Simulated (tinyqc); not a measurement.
# n-type polysilicon, carrier trapping at grain boundaries, step by step

Program tinyqc, `OMP_NUM_THREADS=1 python tinyqc.py 2830178 2830179 out.jsonl`; Intel Xeon 2.30GHz, shared host, one thread, about 0.01 s. Printed values are rounded.

One-dimensional grains of size Lg, uniform ionised doping N, monovalent traps Qt at each boundary at a depth Et below (for electrons) or above (for holes) the band edge there, abrupt depletion of width W on each side of a boundary, Boltzmann statistics. xi is the distance from the band edge at the grain centre to the Fermi level. Trapped charge Qt/(1 + exp((xi + VB - Et)/Vt)) = 2 N W, barrier VB = q N W^2/(2 eps0 eps_r).

Parameters, values chosen for the exercise; values of the order met in polycrystalline silicon:
- T = 250 K (temperature)
- eps_r = 11.7 (relative permittivity)
- NB = 2.13e19 cm^-3 (conduction-band density of states at T)
- Lg = 65 nm (grain size)
- Qt = 4.2e12 cm^-2 (trap density of a grain boundary)
- Et = 0.46 eV (depth of the trap level from the majority band edge at the boundary)
- ms = 0.6 m0 (mass for thermionic emission)
- fe = 1 (correction factor of the emission rate)
- N = 1.5e17 cm^-3 (doping)

Constants: q = 1.602176634e-19 C, kB = 1.380649e-23 J/K, m0 = 9.1093837015e-31 kg, Vt = kB T/q, eps0 = 8.8541878128e-14 F/cm where lengths are in cm. Results are converted to the units shown.

## Depletion width, Fermi level and barrier

If the trap equation with xi = Vt ln(NB/N) has a root W < Lg/2, the grain is partly depleted; otherwise W = Lg/2 and the trap equation gives xi = Et - VB + Vt ln(Qt/(N Lg) - 1). N* = Qt/Lg.

N* = 6.46154e17 cm^-3
W = 32.5 nm
xi = 0.363252 V
VB = 0.122519 V
share of traps filled = 0.232143

N is 0.232 N*, and the grain is fully depleted; VB = 5.69 Vt.

## Resistivity and effective mobility

n0 = NB exp(-xi/Vt); mean density n0 (1 - 2 W/Lg) by charge balance in a partly depleted grain, and n0 (sqrt(pi)/2) erf(u)/u with u = sqrt(VB/Vt) in a fully depleted one; v = sqrt(kB T/(2 pi ms m0)); barrier resistivity Vt exp(VB/Vt)/(q fe n0 v Lg); grain resistivity (1 - 2 W/Lg)/(q n0 mug); effective mobility 1/(q mean density total resistivity).

n0 = 1.01284e12 cm^-3
mean density = 3.76110e11 cm^-3
v = 3.17031e6 cm/s
barrier resistivity = 1.90075e6 ohm cm
grain resistivity = 0.00000 ohm cm
resistivity = 1.90075e6 ohm cm
effective mobility = 8.73071 cm^2/(V s)

The resistivity is 8.22e6 times that of a single crystal with the same N and mobility mug, and the mean density is 2.51e-4 % of N.
